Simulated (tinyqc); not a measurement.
Changing the axis ratio c/a: finite-size error of a charged defect in a periodic cell: Madelung and Makov-Payne terms. Computed by tinyqc, a small Python program. Command: `OMP_NUM_THREADS=1 python tinyqc.py 3016007 3016008 out.jsonl imagecharge sweep`. One thread of a shared host (Intel(R) Xeon(R) Processor @ 2.30GHz), about 0.06 s of CPU time with the checks.

L is the cube root of the cell volume. The defect charge is a Gaussian, rho(r) = q (2 pi sigma^2)^(-3/2) exp(-r^2/2 sigma^2), repeated periodically in a uniform neutralising background and screened by a continuum. The model cell energy is E(L) = E_0 + [periodic - isolated electrostatic energy].

Inputs (values chosen for the exercise, for a model host): charge q = -2 e; cell length L = 12.4 angstrom; dielectric constant eps = 9.67.

Supercell lattice: tetragonal. Screening: isotropic.

Constants: e^2/(4 pi eps_0) = 14.39964548 eV angstrom.

Method. Cell vectors: (1,0,0), (0,1,0), (0,0,c/a), scaled to volume L^3. Ewald sum for a unit point charge: scale each Cartesian component of the cell by 1/sqrt(eps_i), giving R', G' and V'; E = [ (1/2) sum erfc(eta R')/R' + (2 pi/V') sum exp(-G'^2/4 eta^2)/G'^2 - eta/sqrt(pi) - pi/(2 V' eta^2) ] e^2/(4 pi eps_0) / sqrt(eps_x eps_y eps_z), over n_i = -6..6, omitting n = (0,0,0), eta = 2/V'^(1/3). alpha = -2 E eps_g L/(e^2/(4 pi eps_0)), eps_g = (eps_x eps_y eps_z)^(1/3).

One run for each value:

| axis ratio c/a | Madelung constant alpha | point-charge correction -q^2 E (eV) | nearest image (angstrom) |
|---|---|---|---|
| 0.50 | 2.328 | 0.5592 | 7.81 |
| 0.60 | 2.574 | 0.6182 | 8.82 |
| 0.72 | 2.732 | 0.6562 | 9.96 |
| 0.87 | 2.819 | 0.6770 | 11.30 |
| 1.00 | 2.837 | 0.6815 | 12.40 |
| 1.50 | 2.666 | 0.6403 | 10.83 |
| 1.80 | 2.451 | 0.5888 | 10.19 |
| 2.20 | 2.076 | 0.4987 | 9.53 |

Give the missing row, axis ratio c/a = 1.30.

Computed row:
```
axis ratio c/a  Madelung constant alpha  point-charge correction -q^2 E (eV)  nearest image (angstrom)
1.30                              2.768                               0.6649                     11.36
```

Interpolating between the two neighbouring rows (linearly) misses most in Madelung constant alpha, by 1.2 %. Over the rows, Madelung constant alpha goes from 2.33 through a maximum among these rows, 2.84 at 1.00, to 2.08; point-charge correction -q^2 E (eV) goes from 0.559 through a maximum among these rows, 0.681 at 1.00, to 0.499; nearest image (angstrom) goes from 7.81 through a maximum among these rows, 12.4 at 1.00, to 9.53. At fixed volume alpha is largest where the images, as seen through the screening, are spread most evenly.

Extremes, crossings and ranges named in words are read from the listed rows.
